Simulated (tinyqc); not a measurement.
# Inputs raised by 10 %, one at a time

Model: Deal-Grove kinetics of thermal oxidation of silicon. Computed by tinyqc, a small Python program. Command: `OMP_NUM_THREADS=1 python tinyqc.py 3009040 3009041 out.jsonl oxide sens`. One thread of a shared host (Intel(R) Xeon(R) Processor @ 2.30GHz), about 0.2 s of CPU time with the checks.

Oxidant diffuses through the oxide and reacts at the interface, so that dx/dt = B/(A + 2x) for the oxide thickness x.

Inputs (values chosen for the exercise, close to those used for silicon):
```
quantity                       value    unit
prefactor B0                     391  um^2/h
activation energy E_B          0.775      eV
prefactor (B/A)0            1.04e+08    um/h
activation energy E_A           2.06      eV
temperature T                    925       C
oxidant pressure p              0.25     atm
pressure exponent m of B/A         1       -
initial oxide x_i               0.05      um
time t                           2.9       h
temperature of step 2, T2       1100       C
time of step 2, t2               1.8       h
```

Ambient: steam. Surface: (100). Extension: second step.

Constants: k_B = 8.617333262e-05 eV/K.

Method:
- B = B0 p exp(-E_B/(k_B T)), B/A = (B/A)0 p^m exp(-E_A/(k_B T)), p in atm; A = B/(B/A).
- Temperatures in kelvin are T(C) + 273.15.
- tau = (x_i^2 + A x_i)/B and x = (A/2) [sqrt(1 + 4 B (t + tau)/A^2) - 1], the root of x^2 + A x = B (t + tau).
- Silicon consumed is 0.44 times the oxide grown; the rate is B/(A + 2x).
- Step 2 starts from the thickness x of step 1, with B and A at T2: tau2 = (x^2 + A2 x)/B2 and x2 = (A2/2) [sqrt(1 + 4 B2 (t2 + tau2)/A2^2) - 1].

Runs:
```
input moved                  from      to  oxide thickness x (um)  final growth rate (um/h)  tau (h)  thickness after both steps x2 (um)
base run                        -       -                  0.1813                   0.04076    0.936                              0.4763
prefactor B0 (um^2/h)         391   430.1                  0.1834                   0.04168    0.931                              0.4938
activation energy E_B (eV)  0.775  0.8525                  0.1611                   0.03280    0.988                              0.3683
activation energy E_A (eV)   2.06   2.266                  0.0718                   0.00749    6.585                              0.2473
oxidant pressure p (atm)     0.25   0.275                  0.1930                   0.04406    0.851                              0.5034
initial oxide x_i (um)       0.05   0.055                  0.1853                   0.04052    1.034                              0.4783
time t (h)                    2.9    3.19                  0.1930                   0.04005    0.936                              0.4821
```

Exponents ln(y'/y) / ln(x'/x):
```
input                  oxide thickness x  final growth rate     tau  thickness after both steps x2
prefactor B0                       0.123              0.234  -0.048                          0.377
activation energy E_B             -1.240             -2.280   0.568                         -2.698
activation energy E_A             -9.718            -17.771  20.473                         -6.878
oxidant pressure p                 0.657              0.815  -1.000                          0.581
initial oxide x_i                  0.230             -0.064   1.052                          0.043
time t                             0.657             -0.185   0.000                          0.127
```

Which inputs matter most for each result?

Among the inputs moved here: oxide thickness x answers most in size to activation energy E_A (exponent -9.718), next to activation energy E_B (-1.240). Final growth rate answers most in size to activation energy E_A (exponent -17.771), next to activation energy E_B (-2.280). tau answers most in size to activation energy E_A (exponent +20.473), next to initial oxide x_i (+1.052); its exponent is below 0.0005 for time t. Thickness after both steps x2 answers most in size to activation energy E_A (exponent -6.878), next to activation energy E_B (-2.698).
